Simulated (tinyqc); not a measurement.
## Doping and thickness from pinch-off voltage and conductance

Problem. A uniform channel has Vp = q Nd a^2/(2 eps0 eps_r) and G0 = 2 q mu Nd a W/L. Find a and Nd.

Parameters, values chosen for the exercise; material values those of a made-up semiconductor:
```
symbol  value        unit                                     meaning
eps_r    10.1              relative permittivity of the semiconductor
mu        420  cm^2/(V s)           low-field mobility at this doping
L           2          um                                 gate length
W          50          um                                  gate width
```

Constants: q = 1.602176634e-19 C, eps0 = 8.8541878128e-14 F/cm where lengths are in cm. Results are converted to the units shown.

Vp = 3.1489106 V
G0 = 4.5488999 mS

Answer. G0 gives the product Nd a and Vp gives Nd a^2; their ratio is a.

a = 260 nm
Nd = 5.20e16 cm^-3

Computed by the program tinyqc: `OMP_NUM_THREADS=1 python tinyqc.py 2500101 2500102 out.jsonl`, one thread of a shared Intel Xeon 2.30GHz, about 0.09 s for the whole run.
